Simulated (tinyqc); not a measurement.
One electron in a tunnel-coupled double dot: charge qubit, sensing and quantum capacitance: line shape against detuning.

Basis (left, right), H = [[ep/2, tc], [tc, -ep/2]], splitting Om = sqrt(ep^2 + 4 tc^2), ep = al times the gate voltage. In equilibrium the electron is on the right with the chance P_R = [1 + (ep/Om) tanh(Om/2 kB T)]/2.

q^2 al^2 dP_R/d(ep) splits into Cq = q^2 al^2 (2 tc^2/Om^3) tanh(Om/2 kB T) and Ct = q^2 al^2 (ep/Om)^2/(4 kB T cosh^2(Om/2 kB T)); Ct appears only if relaxation is faster than the drive. A resonator of frequency f0, capacitance Cp and quality factor Q shifts by df = -f0 Cq/(2 Cp) and its phase by -2 Q Cq/Cp. A Ct of 0 means below 1e-6 aF.

Inputs (values chosen for the exercise):
```
symbol  value  unit                                meaning
tc         12   ueV                        tunnel coupling
T         0.2     K                   electron temperature
al       0.38  eV/V  lever arm of the gate on the detuning
```

Constants: q = 1.602176634e-19 C, kB = 1.380649e-23 J/K, Vt = kB T/q. Results are converted to the units shown.

Results:

| ep (ueV) | Om (ueV) | P_R | Cq (aF) | Ct (aF) |
|---|---|---|---|---|
| 0 | 24.000 | 0.50000 | 290.15 | 0 |
| 12.1 | 26.878 | 0.64689 | 223.93 | 39.051 |
| 36.2 | 43.433 | 0.85467 | 69.211 | 64.264 |
| 48.3 | 53.934 | 0.91024 | 38.910 | 43.229 |
| 60.3 | 64.901 | 0.94353 | 23.271 | 25.628 |
| 72.4 | 76.274 | 0.96338 | 14.660 | 14.133 |
| 84.4 | 87.746 | 0.97505 | 9.7420 | 7.5453 |
| 96.5 | 99.440 | 0.98220 | 6.7341 | 3.9204 |
| 108.6 | 111.22 | 0.98668 | 4.8278 | 2.0099 |
| 120.6 | 122.96 | 0.98960 | 3.5780 | 1.0274 |

Estimate the missing row, ep = 24.1 ueV.

Computed row:

| ep (ueV) | Om (ueV) | P_R | Cq (aF) | Ct (aF) |
|---|---|---|---|---|
| 24.1 | 34.012 | 0.76783 | 128.02 | 72.203 |

With this row back in the table: Cq falls from 290 to 3.58 aF, and Ct goes from 0 through a maximum of 72.2 (at ep = 24.1 ueV among the rows listed) to 1.03 aF. Among the rows listed Ct reaches at most 24.9 % of the peak of Cq, with tc/kB T = 0.70: heat populates the upper level, lowers Cq and adds side lobes.

Computed by the program tinyqc: `OMP_NUM_THREADS=1 python tinyqc.py 2470035 2470036 out.jsonl`, one thread of a shared Intel Xeon 2.30GHz, about 0.01 s for the whole run.
